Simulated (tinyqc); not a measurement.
From one set of inputs to another, one input at a time: epitaxial growth on a vicinal surface: Burton-Cabrera-Frank step flow, step-edge barrier and island nucleation. Computed by tinyqc, a small Python program. Command: `OMP_NUM_THREADS=1 python tinyqc.py 3027142 3027143 out.jsonl stepflow ladder`. One thread of a shared host (Intel(R) Xeon(R) Processor @ 2.30GHz), about 0.05 s of CPU time with the checks.

Adatoms land at rate F, hop on a square grid (a simplification for hexagonal faces), desorb, or join steps. Lengths are in units of a and n is the adatom coverage. Steps ascend at x = 0 and descend at x = l.

The inputs printed are set A. Set A is close to those used for GaAs(001); the values taken over come from a set close to those used for GaN(0001). Inputs not listed in the table keep their values of set A, so the rows need not describe a real material.

Inputs (values chosen for the exercise, close to those used for GaAs(001)):
```
quantity                     value      unit
site spacing a                   4  angstrom
step height h                 2.83  angstrom
diffusion barrier E_d         1.37        eV
desorption energy E_a         2.68        eV
adatom formation energy E_f   0.85        eV
step-edge barrier E_s        0.085        eV
attempt frequency nu            10       THz
deposition rate F            0.011  layers/s
miscut angle                   0.1   degrees
temperature T                  600         C
critical nucleus size i          1         -
```

Constants: k_B = 8.617333262e-05 eV/K.

Method:
- D = nu exp(-E_d/(k_B T)) (a^2/s, nu counted per direction); tau = exp(E_a/(k_B T))/nu; x_s = sqrt(D tau); n_eq = exp(-E_f/(k_B T)); terrace width l = h/(a tan(miscut)); Schwoebel length l_s = exp(E_s/(k_B T)) - 1.
- Temperatures in kelvin are T(C) + 273.15.
- D n'' - n/tau + F = 0 with n(0) = n_eq and -l_s n'(l) = n(l) - n_eq. With u = n - F tau, A = n_eq - F tau, y = l/x_s, s = l_s/x_s: u = A cosh(x/x_s) + B sinh(x/x_s), B = A (1 - cosh y - s sinh y)/(sinh y + s cosh y). Flux into the ascending step J+ = D B/x_s, over the descending one J- = -(D/x_s)(A sinh y + B cosh y); step velocity J+ + J-; growth rate (J+ + J-)/l. For small y: J+ + J- = (F - n_eq/tau) l, J-/J+ = l/(l + 2 l_s).
- The coverage peaks where n' = 0, tanh(x/x_s) = -B/A.
- Island density on a flat surface without desorption: N = 0.25 (F/D)^(i/(i+2)) exp(E_i/((i+2) k_B T)) per site, with E_i = 0 for i = 1; spacing l_n = N^(-1/2). Step flow needs an effective width l_eff = 2 x(peak) below l_n.

Each row keeps all changes above it:
```
input moved                        from     to  island density N on a flat surface (per site)  diffusion length x_s (a)  growth rate (layers/s)
set A                                 -      -                                      0.0011158                    6034.3                0.010996
adatom formation energy E_f (eV)   0.85   1.13                                      0.0011158                    6034.3                0.010996
deposition rate F (layers/s)      0.011  0.029                                      0.0015415                    6034.3                0.028989
miscut angle (degrees)              0.1      8                                      0.0015415                    6034.3                0.029000
temperature T (C)                   600    910                                      0.0003143                     616.7                0.028410
attempt frequency nu (THz)           10      1                                      0.0006771                     616.7                0.028941
step-edge barrier E_s (eV)        0.085      0                                      0.0006771                     616.7                0.028941
diffusion barrier E_d (eV)         1.37   1.26                                      0.0004726                    1057.6                0.028941
```

Island density N on a flat surface goes from 0.00112 to 4.73e-4, a factor 0.424 in all. The largest single move comes from temperature T (a factor 0.204), and attempt frequency nu works against it (a factor 2.15). Diffusion length x_s goes from 6030 to 1060, a factor 0.175 in all. The largest single move comes from temperature T (a factor 0.102), and diffusion barrier E_d works against it (a factor 1.72). Growth rate goes from 0.0110 to 0.0289, a factor 2.63 in all. The largest single move comes from deposition rate F (a factor 2.64). The single moves hold for this order of the switches; the total does not depend on the order.

Caution (rows set A, adatom formation energy E_f, deposition rate F): twice the distance from the ascending step to the coverage peak exceeds the expected island spacing [0.25 (F/D)^(i/(i+2)) exp(E_i/((i+2) k_B T))]^(-1/2) by 40 % or more, so islands nucleate and the step-flow values are formal. Caution (all rows): the prefactor 0.25 and the criterion are estimates, good to a factor of about two in length. Caution (rows miscut angle, temperature T, attempt frequency nu, step-edge barrier E_s, diffusion barrier E_d): terraces under ten sites wide are at the edge of a continuum description.

Extremes, crossings and ranges named in words are read from the listed rows.
